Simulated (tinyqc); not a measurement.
Worked calculation: tight binding, honeycomb lattice. Computed by tinyqc, a small Python program that keeps every step. Settings: t1 = 2.44, t2 = 0.33, phi = 0, delta = 0, points = 7. Command: `OMP_NUM_THREADS=1 python tinyqc.py 21066 21067 out.jsonl` (the two numbers bound the seeds that draw the settings). One thread of a shared host (Intel(R) Xeon(R) Processor @ 2.60GHz), about 0.01 s of CPU time with the checks.

## Bloch Hamiltonian at k

Parameters chosen for this model:
```
parameter     value                        unit
t1         2.440000                 eV, nearest
t2         0.330000       eV, second neighbours
phi               0  rad, phase of t2 (Haldane)
delta             0          eV, +/- on A and B
```

k point k (fractions of the reciprocal vectors): 0.2900  0.0600

H_AB = -t1 (1 + exp(-i k.a1) + exp(-i k.a2)); H_AA = delta - 2 t2 sum cos(k.b + phi), H_BB = -delta - 2 t2 sum cos(k.b - phi), b = a1, a2 - a1, -a2.

H(k) at k (eV):
```
                 A                B
A          -0.5322  -4.1019+3.2616i
B  -4.1019-3.2616i          -0.5322
```

## Levels at k

Diagonalise the Hermitian matrix.

eigenvalues (eV): -5.7728  4.7083

weights |c|^2 of the basis functions:
```
   band 1  band 2
A  0.5000  0.5000
B  0.5000  0.5000
```

## Bloch Hamiltonian at K

k point K (fractions of the reciprocal vectors): 0.3333  0.6667

As before.

H(k) at K (eV):
```
        A       B
A  0.9900  0.0000
B  0.0000  0.9900
```

## Levels at K

As before.

eigenvalues (eV): 0.9900  0.9900

## Bands along a path

The same steps at evenly spaced points between the labelled ones.

Bands along the path (eV):
```
k           band 1  band 2
G          -9.3000  5.3400
G-K 0.25   -8.1394  5.1931
G-K 0.50   -5.2100  4.5500
G-K 0.75   -1.7800  3.1000
K           0.9900  0.9900
K-M 0.25   -0.0773  1.9441
K-M 0.50   -0.9731  2.5994
K-M 0.75   -1.5703  2.9772
M          -1.7800  3.1000
M-K' 0.25  -1.5703  2.9772
M-K' 0.50  -0.9731  2.5994
M-K' 0.75  -0.0773  1.9441
K'          0.9900  0.9900
```

With 1 band(s) filled, the highest filled level on these points lies at K and the lowest empty one at K: the bands touch or overlap, so there is no gap.
